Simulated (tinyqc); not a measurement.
# Short-channel transistor, virtual-source model with series resistance, step by step

Computed by the program tinyqc: `OMP_NUM_THREADS=1 python tinyqc.py 2380152 2380153 out.jsonl`, one thread of a shared Intel Xeon 2.30GHz, about 0.02 s for the whole run. Printed values are rounded.

The current per gate width is the charge at the top of the source barrier (the virtual source) times its velocity times a saturation function; al and be are fitting constants of the model. Units: I in uA/um, Rs in ohm um, so I Rs = 1e-6 I Rs in volts; Q in uC/cm^2, so I = 1e-4 Q vx0 Fsat with vx0 in cm/s.

Parameters, values chosen for the exercise:
```
symbol,value,unit,meaning
T,400,K,temperature
Cinv,2.07,uF/cm^2,inversion capacitance
vx0,2.45e7,cm/s,velocity at the virtual source
mu,730,cm^2/(V s),apparent mobility
L,32,nm,channel length
VT0,0.384,V,threshold at zero drain voltage
dl,0.197,V/V,drain-induced barrier lowering
n0,1.26,,subthreshold factor
nd,0.1,1/V,growth of n with drain voltage
al,3.5,,threshold shift (in units of Vt) from weak to strong inversion
be,1.4,,sharpness of saturation
Rs,70,ohm um,series resistance of each contact
Vgs,0.75,V,gate voltage
Vds,0.05,V,drain voltage
```

Constants: q = 1.602176634e-19 C, kB = 1.380649e-23 J/K, Vt = kB T/q. Results are converted to the units shown.

## Iteration 1: current through the series resistance

I at the start = 0 uA/um

Intrinsic voltages Vg' = Vgs - I Rs, Vd' = Vds - 2 I Rs. n = n0 + nd Vd', VT = VT0 - dl Vd', Ff = 1/(1 + exp((Vg' - VT + al Vt/2)/(al Vt))), Q = Cinv n Vt ln(1 + exp((Vg' - VT + al Vt Ff)/(n Vt))), Vdsat = (vx0 L/mu)(1 - Ff) + Vt Ff, Fsat = u/(1 + u^be)^(1/be) with u = Vd'/Vdsat, and I(out) = Q vx0 Fsat per width. (Fsat takes the sign of u.) I(new) = I + 0.5 (I(out) - I).

Vg' = 0.75 V
Vd' = 0.05 V
VT = 0.374150 V
Ff = 0.0262012
Q = 0.784568 uC/cm^2
Vdsat = 0.105486 V
Fsat = 0.382212
I(out) = 734.684 uA/um
I after iteration 1 = 367.342 uA/um

## Iteration 2: current through the series resistance

As before.

Vg' = 0.724286 V
Vd' = -0.00142789 V
VT = 0.384281 V
Ff = 0.0349494
Q = 0.712570 uC/cm^2
Vdsat = 0.104848 V
Fsat = -0.0135949
I(out) = -23.7339 uA/um
I after iteration 2 = 171.804 uA/um

## Iteration 3: current through the series resistance

As before.

Vg' = 0.737974 V
Vd' = 0.0259474 V
VT = 0.378888 V
Ff = 0.0299901
Q = 0.750818 uC/cm^2
Vdsat = 0.105210 V
Fsat = 0.224466
I(out) = 412.906 uA/um
I after iteration 3 = 292.355 uA/um

## Course of the iteration: current through the series resistance

Stop when I changes by less than 1e-7 uA/um, or after 80 iterations.

Course of the iteration:
```
iteration,I (uA/um),|change| (uA/um)
1,367.342,367
2,171.804,196
3,292.355,121
4,221.401,71.0
5,264.899,43.5
6,238.771,26.1
7,254.684,15.9
8,245.068,9.62
9,250.908,5.84
...,...,...
37,248.707,4.78e-6
38,248.707,2.90e-6
39,248.707,1.76e-6
40,248.707,1.07e-6
41,248.707,6.46e-7
42,248.707,3.92e-7
43,248.707,2.37e-7
44,248.707,1.44e-7
45,248.707,8.72e-8
```

Converged in 45 iterations. At the end each change is about 0.61 times the one before, with alternating sign: linear convergence.

## What the series resistance costs

converged I = 248.707 uA/um
I0 = 734.684 uA/um

Intrinsic voltages Vg' = Vgs - I Rs, Vd' = Vds - 2 I Rs. n = n0 + nd Vd', VT = VT0 - dl Vd', Ff = 1/(1 + exp((Vg' - VT + al Vt/2)/(al Vt))), Q = Cinv n Vt ln(1 + exp((Vg' - VT + al Vt Ff)/(n Vt))), Vdsat = (vx0 L/mu)(1 - Ff) + Vt Ff, Fsat = u/(1 + u^be)^(1/be) with u = Vd'/Vdsat, and I = Q vx0 Fsat per width. I0 is the current for Rs = 0. Effective velocity I/Q; transit time L Q/I.

loss against I0 = 66.1477 %
effective velocity = 3.38031e6 cm/s
transit time = 0.946658 ps

The carriers leave the virtual source at 13.8 % of vx0: Vd' is not large against Vdsat.
